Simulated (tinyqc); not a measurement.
Inside a calculation. Model: scattering rates of a carrier in a spherical band by Fermi's golden rule. Computed by tinyqc, a small Python program that keeps every step. Command: `OMP_NUM_THREADS=1 python tinyqc.py 3006260 3006261 out.jsonl scatter walk`. One thread of a shared host (Intel(R) Xeon(R) Processor @ 2.30GHz), about 0.01 s of CPU time with the checks. Intermediate numbers are printed to about 7 digits and carried at full precision; extremes and crossings named in words are read from the listed rows.

All processes here are isotropic or elastic, and the rate listed is the momentum relaxation rate.

Inputs (values chosen for the exercise, modelled on holes in silicon):
```
quantity                                            value       unit
density-of-states mass of one valley m              0.515        m_0
non-parabolicity alpha                               0.28       1/eV
static permittivity eps_s                            11.7          -
density rho                                          2329     kg/m^3
sound velocity v_l                                   9120        m/s
acoustic deformation potential D_A                    5.2         eV
phonon energy hbar w                                 65.5        meV
optical or intervalley deformation potential D_o      8.5  1e8 eV/cm
final valleys Z_f                                       1          -
ionised impurity density N_I                      1.1e+18     1/cm^3
temperature T                                         300          K
carrier energy E                                       38        meV
neutral impurity density N_n                      3.8e+15     1/cm^3
```

Crystal: non-polar. Band: Kane. Impurity formula: Brooks-Herring. Further scattering: neutral impurities.

Constants: m_0 = 9.1093837015e-31 kg; e = 1.602176634e-19 C; hbar = 1.054571817e-34 J s; k_B = 8.617333262e-05 eV/K; eps_0 = 8.8541878128e-12 F/m; k_B = 1.380649e-23 J/K; hbar = 6.582119569e-16 eV s.

## The band at energy E

Kane band: hbar^2 k^2/(2 m) = E (1 + alpha E), speed v = hbar k/(m (1 + 2 alpha E)), states per spin, volume and energy g(E) = m k (1 + 2 alpha E)/(2 pi^2 hbar^2); overlap factors are set to 1. Masses are multiplied by m_0 and all formulas are in SI units.

wave number k = 0.7204970 1/nm

speed v = 158586.9 m/s

g(E) = 2.519426e+20 1/(eV cm^3)

Non-parabolicity raises g(E) by a factor 1.027 and changes the speed by a factor 0.984 against a parabolic band at the same E.

## Phonon occupation and screening length

Phonon occupation N_q = 1/(exp(hbar w/(k_B T)) - 1). Debye screening by free carriers of density N_I: L_s = sqrt(eps_s eps_0 k_B T/(e^2 N_I)).

N_q = 0.08621099

screening length L_s = 3.898188 nm

Above the threshold emission is favoured over absorption by (N_q + 1)/N_q = exp(hbar w/k_B T) = 12.6, apart from the density of final states.

## Acoustic phonons

Acoustic deformation potential (elastic, equipartition, absorption and emission together): 1/tau = 2 pi k_B T D_A^2 g(E)/(hbar rho v_l^2).

acoustic rate = 1.390490e+12 1/s

## Optical or intervalley phonons

Optical or intervalley deformation potential: 1/tau = (pi Z_f D_o^2/(rho w)) [N_q g(E + hbar w) + (N_q + 1) g(E - hbar w)], with g = 0 below the band edge.

absorption rate = 5.879296e+11 1/s

emission rate = 0 1/s

E lies below hbar w, so emission is forbidden.

## Ionised impurities

Singly charged impurities, momentum relaxation: 1/tau = N_I e^4 m (1 + 2 alpha E) Phi/(8 pi (eps_s eps_0)^2 hbar^3 k^3), with alpha = 0 for a parabolic band. Brooks-Herring: Phi = ln(1 + b) - b/(1 + b), b = 4 k^2 L_s^2.

b = 31.55368

ionised-impurity rate = 7.378005e+12 1/s

Caution: k times the effective Bohr radius is below 1, so the Born approximation behind the Brooks-Herring rate is rough.

## All rates at E

Neutral impurities (Erginsoy): 1/tau = 20 N_n a_B hbar/m, a_B = 4 pi eps_s eps_0 hbar^2/(m e^2). Rates add: 1/tau_m is the sum, and the mean free path is v tau_m.

Momentum relaxation rates:
```
process               rate (1/s)  share (%)
acoustic            1.390490e+12   14.82878
optical absorption  5.879296e+11   6.269936
optical emission               0          0
ionised impurity    7.378005e+12   78.68225
neutral impurity    2.053872e+10  0.2190338
```

momentum relaxation time tau_m = 106.6443 fs

mean free path = 16.91239 nm

The largest rate is ionised impurity (79 %), then acoustic (15 %). Caution: Erginsoy's formula holds for k a_B below about 0.5 and for dopants that stay neutral, which means low temperature; elsewhere it is only a rough constant rate.

## Rates against energy

The formulas are those given above.

Momentum relaxation rates (1e12/s) and the total time:
```
E (meV)  acoustic  optical absorption  optical emission  ionised impurity  neutral impurity  tau_m (fs)
6.6      0.567032            0.480486           0.00000          41.05887        0.02053872     23.7378
16.0     0.888664            0.514095           0.00000          18.46631        0.02053872     50.2775
33.0     1.291337            0.571645           0.00000           8.62783        0.02053872     95.1352
59.0     1.757656            0.653850           0.00000           4.46888        0.02053872    144.9082
72.0     1.958846            0.693031           1.73765           3.54141        0.02053872    125.7628
98.0     2.325558            0.768615           3.95618           2.45637        0.02053872    104.9620
140.0    2.857764            0.885203           6.16377           1.59741        0.02053872     86.7703
230.0    3.880308            1.122608           9.71999           0.86957        0.02053872     64.0491
390.0    5.567497            1.531666          15.08483           0.45193        0.02053872     44.1375
660.0    8.414360            2.237335          23.81491           0.23428        0.02053872     28.8007
```

The largest rate is ionised impurity from 6.60 to 72.0, optical emission from 98.0 to 660 meV. Crossing hbar w = 65.5 meV opens emission: tau_m goes from 145 to 126 fs between the two rows around it. The impurity rate goes between the last rows as E^-1.25; the acoustic rate follows g(E) and grows by a factor 14.8 over the table (10.0 for a parabolic band). At 6.6, 16 meV hbar/tau exceeds E/2, so the golden rule loses its meaning there. Erginsoy's formula holds for k a_B below about 0.5 and for dopants that stay neutral, which means low temperature; elsewhere it is only a rough constant rate.

Checks made by the program: Brooks-Herring rate against the angular integral of the screened Coulomb matrix element (relative difference below 1e-10).
